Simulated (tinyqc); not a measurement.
Opening the gap, as alloying or pressure does: deep trap from a strong local potential in a two-band host (Koster-Slater model with semi-elliptic bands). Computed by tinyqc, a small Python program. Command: `OMP_NUM_THREADS=1 python tinyqc.py 3003290 3003291 out.jsonl deeptrap walk`. One thread of a shared host (Intel(R) Xeon(R) Processor @ 2.30GHz), about 0.02 s of CPU time with the checks.

The valence band spans -2 W_v to 0 and the conduction band E_g to E_g + 2 W_c. The orbital at the impurity site has weight f_v in the valence band and 1 - f_v in the conduction band, each spread as a semi-ellipse (2/(pi W^2)) sqrt(W^2 - x^2) about the band centre. The impurity adds U to this orbital. Spin is left out.

Inputs (values chosen for the exercise, with a gap close to that of germanium):
```
quantity                                value  unit
gap E_g                                 0.676    eV
half-width of the valence band W_v        4.1    eV
half-width of the conduction band W_c     2.2    eV
valence weight f_v of the site orbital    0.6     -
impurity potential U                     8.93    eV
```

Impurity: repulsive, acceptor-like.

Method:
- In the gap G(E) = f_v (2/W_v^2)[x - sqrt(x^2 - W_v^2)] - (1 - f_v)(2/W_c^2)[y - sqrt(y^2 - W_c^2)], x = E + W_v, y = E_g + W_c - E.
- The trap level solves G(E) = 1/U (bisection). With D = -dG/dE = D_v + D_c, D_v = f_v (2/W_v^2)[x/sqrt(x^2 - W_v^2) - 1] and D_c = (1 - f_v)(2/W_c^2)[y/sqrt(y^2 - W_c^2) - 1], the weight on the impurity orbital is 1/(U^2 D) and the conduction-band character is D_c/D.
- The conduction band is shifted rigidly; widths, weights and U stay.

Against the gap:
```
E_g (eV)  E_t (eV)  depth below E_c (eV)  conduction character
0.338         none                     -                     -
0.439         none                     -                     -
0.541         none                     -                     -
0.608     0.000592                0.6074               0.02382
0.676     0.003135                0.6729               0.04967
0.777     0.009614                0.7674               0.07687
0.879     0.018483                0.8605               0.09594
1.080     0.040374                1.0396               0.11955
```

What follows from these numbers?

As the conduction band moves up by 0.472 eV the level follows by 0.040 eV, a mean slope of 0.08; the local slope is the conduction character. A shallow donor would follow with slope 1 and a shallow acceptor with slope 0. For E_g = 0.338, 0.439, 0.541 eV there is no level in the gap: it has merged into a band.
